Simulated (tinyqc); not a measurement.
Raising U: Hubbard chain of 2 sites, mean field against exact. Computed by the program tinyqc. Collinear unrestricted mean field (the lowest of 40 random starts) against exact diagonalisation.

one-body matrix (hopping and site energies) (eV):
```
         1        2
1   0.2000  -1.2800
2  -1.2800  -0.3000
```

electrons, up and down: 1  1

Exact and mean-field results (eV):
```
U          U/t   E exact  E mean field  mean |n_up - n_down|  double occupancy, exact  first gap in the sector
0.640    0.500  -2.39754      -2.37887                 0.000                    0.227                    2.298
1.280    1.000  -2.12767      -2.05246                 0.000                    0.195                    2.028
2.560    2.000  -1.69891      -1.40438                 0.000                    0.142                    1.599
3.840    3.000  -1.38981      -0.96343                 0.738                    0.102                    1.290
5.120    4.000  -1.16633      -0.74491                 0.863                    0.074                    1.066
10.240   8.000  -0.70555      -0.42072                 0.968                    0.027                    0.606
15.360  12.000  -0.51584      -0.31355                 0.986                    0.013                    0.416
25.600  20.000  -0.35358      -0.22805                 0.995                 4.86e-03                    0.254
```

Estimate the missing row, U = 7.68.

Computed row:
```
U        U/t   E exact  E mean field  mean |n_up - n_down|  double occupancy, exact  first gap in the sector
7.680  6.000  -0.87760      -0.52830                 0.942                    0.042                    0.778
```

In absolute terms mean field is worst at U/t = 3.0, 0.426 eV too high: at small U it is nearly exact, and at large U it misses only exchange-scale energies. Its local moments set in at U/t = 3.0 of those listed, a broken symmetry that the exact state of a finite cluster with equal spins does not have. Relative to the exact energy its error is 0.8 % at the smallest U, 40 % at most and 36 % at the largest. The double occupancy falls from 0.227 to 0.005.
